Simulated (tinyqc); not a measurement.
Landau-Devonshire theory of a uniaxial ferroelectric: one step, computed by the program tinyqc. Command: `OMP_NUM_THREADS=1 python tinyqc.py 3028869 3028870 out.jsonl ferro walk`. One thread of a shared host (Intel(R) Xeon(R) Processor @ 2.30GHz), about 0.01 s of CPU time with the checks.

G(P) = (alpha/2) P^2 + (beta*/4) P^4 + (gamma/6) P^6 - E P per volume, SI units, one domain, P along the polar axis.

Problem. Spontaneous polarisation, susceptibility, coercive field. Ps^2 = [-beta* + sqrt(beta*^2 - 4 alpha gamma)]/(2 gamma). chi = 1/(eps_0 G''), G'' = alpha + 3 beta* P^2 + 5 gamma P^4 at Ps. Ps, chi and the coercive field are for perfect screening, without a depolarising field. The intrinsic coercive field is |alpha P + beta* P^3 + gamma P^5| at the P_c where G'' = 0. 1 C/m^2 = 100 microcoulomb/cm^2.

Inputs (values chosen for the exercise, for a model ferroelectric): Curie-Weiss temperature T0 = 890 K; gamma = 3.03e+10 J m^9/C^6; temperature T = 444 K.

Sample: free crystal.

alpha = -1.119460e+08 J m/C^2

beta* = 1.06e+09 J m^5/C^4

Constants: eps_0 = 8.8541878128e-12 F/m.

Give: spontaneous polarisation Ps; susceptibility chi; well depth G(Ps); P_c; intrinsic coercive field.

Solution.

spontaneous polarisation Ps = 21.391 microcoulomb/cm^2

susceptibility chi = 321.97

well depth G(Ps) = -1.5225 MJ/m^3

P_c = 13.654 microcoulomb/cm^2

intrinsic coercive field = 11.149 MV/m

P_c/Ps = 0.638, above the 0.577 of a quartic well, as the sixth-order term matters. Real switching runs by domain nucleation at far lower fields. Caution: far below T0* the expansion with linear alpha(T) is only a fit.
